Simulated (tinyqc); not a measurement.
Anisotropic elasticity and sound waves of a cubic crystal: one step, computed by the program tinyqc. Command: `OMP_NUM_THREADS=1 python tinyqc.py 3005492 3005493 out.jsonl cubicelastic walk`. One thread of a shared host (Intel(R) Xeon(R) Processor @ 2.30GHz), about 0.01 s of CPU time with the checks.

Voigt order 1..6 = xx, yy, zz, yz, xz, xy, with engineering shear strains. The rotated frame has x' as named, z' along the wafer normal and y' = z' x x'.

Question. Compliances and anisotropy. S11 = (C11 + C12)/D, S12 = -C12/D, D = (C11 - C12)(C11 + 2 C12), S44 = 1/C44. Zener ratio A = 2 C44/(C11 - C12); S0 = S11 - S12 - S44/2; H = 2 C44 + C12 - C11.

Inputs (values chosen for the exercise, modelled on copper): C11 = 170.1 GPa; C12 = 122.4 GPa; C44 = 75.41 GPa.

Frame: (112) wafer, x' along [1-10].

Give: S11; S12; S44; Zener ratio A; S0; H.

Answer.

S11 = 14.78 1/TPa

S12 = -6.185 1/TPa

S44 = 13.26 1/TPa

Zener ratio A = 3.162

S0 = 14.33 1/TPa

H = 103.12 GPa
